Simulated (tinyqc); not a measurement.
Electrons shared among three sets of ellipsoidal valleys, step by step. Values are carried at full precision from step to step, so a last printed digit may differ when a step is redone from the rounded ones.

Constants: hbar^2/2m0 = 3.80998211 eV angstrom^2; kB = 8.617333262e-05 eV/K.

Parameters, chosen for this exercise (masses and offsets near those of GaSb; mobilities are free inputs, held fixed; not measured data): ml = (0.041, 1.308, 1.442) m0 (longitudinal masses of Gamma, L, X); mt = (0.041, 0.1031, 0.2248) m0 (transverse masses); M = (1, 4, 3) (valleys in each set); T = 300 K; dE = (0, 0.073, 0.279) eV (edges of Gamma, L, X above the first); n = 7.3e+19 1/cm^3 (total electron density); mu = (6800, 660, 310) cm^2/(V s) (mobility of each set).

## Masses of each set

One valley: m_d = (ml mt^2)^(1/3). Whole set: m_de = M^(2/3) m_d. Mean over three axes: 1/m_c = (1/ml + 2/mt)/3. Anisotropy K = ml/mt.

m_d, m_de, m_c (m0) and K of each set:
```
set       m_d    m_de     m_c      K
Gamma  0.0410  0.0410  0.0410   1.00
L      0.2405  0.6059  0.1488  12.69
X      0.4177  0.8688  0.3128   6.41
```

m_de/m_c is 1.00 for Gamma, 4.07 for L, 2.78 for X: many anisotropic valleys give many states at a light conductivity mass. m_c is the mean over three axes; a set that holds only some of the equivalent valleys conducts with a mass that depends on direction.

## Effective densities of states

N_i = M_i times N = 2 (m kB T/(4 pi c))^(3/2) with c = hbar^2/2m0, in 1/angstrom^3; times 1e24 for 1/cm^3, with m = (ml mt^2)^(1/3).

kT = 0.025852 eV

N_i (1/cm^3): Gamma 2.0833e+17, L 1.1836e+19, X 2.0322e+19

## Fermi level and populations

F_j(eta) = (1/Gamma(j + 1)) integral_0^infinity x^j dx/(1 + exp(x - eta)), which tends to exp(eta) for eta << 0.

Solve n = sum_i N_i F_1/2((EF - dE_i)/kT), energies from the edge of the first set.

EF = 0.1692 eV

eta_i: Gamma 6.55, L 3.72, X -4.25

n_i (1/cm^3): Gamma 2.70e+18, L 7.00e+19, X 2.89e+17

shares: Gamma 0.0370, L 0.9590, X 0.0040

L holds most electrons (95.9 %). Boltzmann weights N_i exp(-dE_i/kT) would give L a share of 0.7710.

## Drift and Hall mobility of the mixture

With f_i the shares, mu_drift = sum f_i mu_i; low-field Hall mobility mu_H = sum f_i mu_i^2/mu_drift (scattering and anisotropy factors set to 1); the Hall density is n mu_drift/mu_H; rho = 1/(e n mu_drift), e = 1.602176634e-19 C.

mu_drift = 886 cm^2/(V s)
mu_H = 2404 cm^2/(V s)
Hall density = 2.69e+19 1/cm^3
rho = 9.65e-05 ohm cm

A Hall measurement would read 36.9 % of the true density. The mobilities are of the size met in pure crystals; at this density impurities would cut them and raise rho, by a factor of two to ten or more depending on crystal and density.

## Checks

- Share of L at n = 1e10 1/cm^3 against the Boltzmann weight: both 0.7710.

tinyqc: `OMP_NUM_THREADS=1 python tinyqc.py 1680610 1680611 out.jsonl`; about 0.01 s, one thread, shared Intel(R) Xeon(R) Processor @ 2.30GHz.
